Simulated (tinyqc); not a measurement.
Nucleation and growth of vacancy voids in a cooling silicon-like crystal: one step, computed by the program tinyqc.

Spherical voids; vacancies are lost only to voids.

Task: Nucleation rate at T with the initial excess. C_e = C_m exp[-(E_f/k_B)(1/T - 1/T_m)]; D = D0 exp(-E_m/(k_B T)); f = k_B T ln(C/C_e); r* = 2 gamma/(rho f); W* = 16 pi gamma^3/(3 rho^2 f^2); Z = f/sqrt(12 pi W* k_B T); I = rho Z (4 pi r* D C) exp(-W*/(k_B T)).

Inputs (values chosen for the exercise, for a model crystal):
```
quantity                                   value    unit
vacancy density at the melting point C_m   6e+14  1/cm^3
formation energy E_f                        3.77      eV
melting point T_m                           1685       K
diffusion prefactor D0                    0.0018  cm^2/s
migration energy E_m                        0.45      eV
site density rho                           5e+22  1/cm^3
void surface energy gamma                  0.999   J/m^2
temperature of the worked step T            1410       K
```

initial excess C = 5.972973e+13 1/cm^3

Constants: k_B = 8.617333262e-05 eV/K; k_B = 1.380649e-23 J/K; e = 1.602176634e-19 C.

Give: C_e; D; driving force f; critical radius r*; W*/(k_B T); rate I.

Result:

C_e = 3.793e+12 1/cm^3

D = 4.434e-05 cm^2/s

driving force f = 0.3350 eV

critical radius r* = 0.7446 nm

W*/(k_B T) = 119.2

rate I = 8.885e-28 1/(cm^3 s)

Cooling by 10 K multiplies I by 3.0e6: nucleation switches on within a narrow range of temperature.
